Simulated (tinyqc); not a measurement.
Worked calculation: plane-wave Kohn-Sham cycle with exchange-only LDA in a layered model solid. One step of it, computed by the program tinyqc.

Task: Iteration 2: Hamiltonian at one k. H(m,m') = (k + G_m)^2/2 delta + V(G_m - G_m'), with V(-G) = V(G).

A solid whose potential varies along x alone (atomic units):
```
parameter                      value
period a                   16.100000
cross-section of the cell  26.000000
electrons per cell                 2
grid points                       16
plane waves -n..n, n               3
k points                           1
V1 in V1 cos(2 pi x/a)     -0.670000
V2 in V2 cos(4 pi x/a)      0.160000
```

V(G_m), m = 0, 1, 2, ... (hartree): [-0.158751, -0.194212, 0.092398, 0.001522, 0.000715, 0.000205, -0.000025]

k = 0.000000 2 pi / a

Give: H.

Result:

H (hartree), order -3, -2, -1, +0, +1, +2, +3:
```
[[0.5266, -0.1942, 0.0924, 0.0015, 0.0007, 0.0002, 0.0000],
 [-0.1942, 0.1459, -0.1942, 0.0924, 0.0015, 0.0007, 0.0002],
 [0.0924, -0.1942, -0.0826, -0.1942, 0.0924, 0.0015, 0.0007],
 [0.0015, 0.0924, -0.1942, -0.1588, -0.1942, 0.0924, 0.0015],
 [0.0007, 0.0015, 0.0924, -0.1942, -0.0826, -0.1942, 0.0924],
 [0.0002, 0.0007, 0.0015, 0.0924, -0.1942, 0.1459, -0.1942],
 [0.0000, 0.0002, 0.0007, 0.0015, 0.0924, -0.1942, 0.5266]]
```
